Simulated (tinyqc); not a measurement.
X-ray reflectivity of a thin film on silicon: critical angles, Parratt recursion, fringes and roughness: one step, computed by the program tinyqc.

n = 1 - delta + i beta; the classical electron radius is r_e = 2.8179403e-6 nm. Layer 0 is vacuum, 1 the film, 2 the substrate.

Task: Fringe period, contrast and decay. Far above the critical angle the period is d theta = lambda/(2 d), or 2 pi/d in q; the envelope runs between (|r_01| - |r_12 p|)^2 and (|r_01| + |r_12 p|)^2; contrast = 2 a b/(a^2 + b^2) with a = |r_01|, b = |r_12 p|; roughness factors on the amplitudes are about exp(-q^2 sigma^2/2).

Inputs (values chosen for the exercise, modelled on TiN on silicon, copper K-alpha radiation):
```
quantity,value,unit
wavelength lambda,0.15406,nm
film thickness d,12.1,nm
roughness of the surface sigma_1,0.6,nm
roughness of the interface sigma_2,0.14,nm
```

1000 r_01 = 17.51076-1.34924i

1000 r_12 = -12.23009+1.56651i

p = -0.6254474-0.7008576i

q = 4 pi sin(theta)/lambda = 1.437793 1/nm

Give: period in theta; period in q; contrast; roughness factor, surface; roughness factor, interface.

Result:

period in theta = 0.3648 degrees

period in q = 0.5193 1/nm

contrast = 0.9192

roughness factor, surface = 0.6893

roughness factor, interface = 0.9799
